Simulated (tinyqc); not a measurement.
Thermal and gravitational stress in a wafer during furnace and rapid thermal processing, and the onset of slip: one step, computed by the program tinyqc.

A thin free disc in plane stress, isotropic; T(r) = T_centre + dT (r/R)^n with n = 2. Stress is positive in tension; sigma_SB = 5.670374419e-8 W/(m^2 K^4), g = 9.80665 m/s^2.

Task: Ramp rate in a batch furnace. Critical resolved stress tau_c = A exp(U/(k_B T)), a form chosen for the exercise; slip when 0.492799 |s_tt(R)| > tau_c; allowed |dT| = tau_c (n + 2)/(0.492799 n alpha E). In a stack heated from the rim, heat flows inward by conduction and by radiation between wafers: k_eff = k + (16/3) sigma_SB T^3 s^2/t (a diffusion estimate with the spacing as path length). A steady ramp gives the parabolic lag dT = rho c (ramp) R^2/(4 k_eff); the allowed ramp uses n = 2.

Inputs (values chosen for the exercise, modelled on silicon): wafer radius R = 225 mm; thickness t = 925 micrometre; Young's modulus E = 148 GPa; expansion alpha = 4.44 1e-6/K; temperature T = 1200 K; prefactor A of the critical stress = 0.00017 MPa; energy U of the critical stress = 1.02 eV; density rho = 2330 kg/m^3; heat capacity c = 929 J/(kg K); conductivity k = 24.3 W/(m K); wafer spacing s = 6.8 mm; ramp rate = 2.1 K/min.

Constants: k_B = 8.617333262e-05 eV/K.

Give: k_eff; lag of the centre; allowed ramp rate.

Result:

k_eff = 50.42 W/(m K)

lag of the centre = 19.02 K

allowed ramp rate = 2.229 K/min

Radiation carries 52 % of the inward flow. The ramp is 0.94 of the allowed one.
